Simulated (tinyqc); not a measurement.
Surface potential of a MOS transistor: implicit equation and explicit approximations: two steps of the calculation.

p-type body, charge-sheet picture, depletion and inversion only, full ionisation (an idealisation for deep acceptors), Boltzmann statistics (rough once Na exp(x - xn) passes about Nc/7). In units of Vt: xg = (Vg - Vfb)/Vt, x = psi/Vt, G = gamma/sqrt(Vt), xn = (2 phiF + Vc)/Vt. The implicit equation is (xg - x)^2 = G^2 [x - 1 + exp(x - xn)] for x above about 3. Cox = eps0 eox/tox.

Inputs (values chosen for the exercise); band and dielectric values close to those of silicon:
```
symbol,value,unit,meaning
T,400,K,temperature
eox,7.59,,relative permittivity of the gate insulator (close to silicon nitride)
tox,9.7,nm,insulator thickness
Vc,0,V,channel-body voltage
```

Constants: q = 1.602176634e-19 C, kB = 1.380649e-23 J/K, Vt = kB T/q, eps0 = 8.8541878128e-14 F/cm where lengths are in cm. Results are converted to the units shown.

Question 1. Explicit approximation. Depletion value a = 1 + [sqrt(G^2/4 + xg - 1) - G/2]^2; inversion value b = xn + ln[(xg - xn)^2/G^2 - xn + 1] and first guess y = min(a, b) - ln(1 + exp(-|a - b|)) if a > xn + 1, else b = y = a; one second-order correction with D = exp(y - xn), p = 2 (xg - y) + G^2 (1 + D), w = (xg - y)^2 - G^2 (y - 1 + D): z = y + 2 w/(p + sqrt(p^2 - 2 (2 - G^2 D) w)), or the Newton step z = y + w/p where the root is not real.

G = 1.3092497
xn = 19.759361
xg = 20.888133

Find: a; b; y; p; w; z.

Answer 1.

a = 15.844
b = 15.844
y = 15.844
p = 11.837
w = -0.034165
z = 15.841

The root of the implicit equation is x = 15.8410; y misses it by 0.0029 and z by -1.2e-11, in units of Vt.

Question 2. Potential, charges and gate control. psi = Vt x; N_dep = Cox Vt G sqrt(x - 1)/q; N_inv = (Cox Vt G/q) [sqrt(x - 1 + exp(x - xn)) - sqrt(x - 1)]; dpsi/dVg = 1/[1 + G^2 (1 + exp(x - xn))/(2 (xg - x))].

converged x = 15.841001
G = 1.3092497
xn = 19.759361
xg = 20.888133

Wanted: psi; N_dep; N_inv; dpsi/dVg.

Answer 2.

psi = 0.54603 V
N_dep = 7.5179e11 cm^-2
N_inv = 5.0319e8 cm^-2
dpsi/dVg = 0.85238

psi lies 3.9 Vt below 2 phiF + Vc.

Program tinyqc, `OMP_NUM_THREADS=1 python tinyqc.py 2122008 2122009 out.jsonl`; Intel Xeon 2.30GHz, shared host, one thread, about 0.01 s.
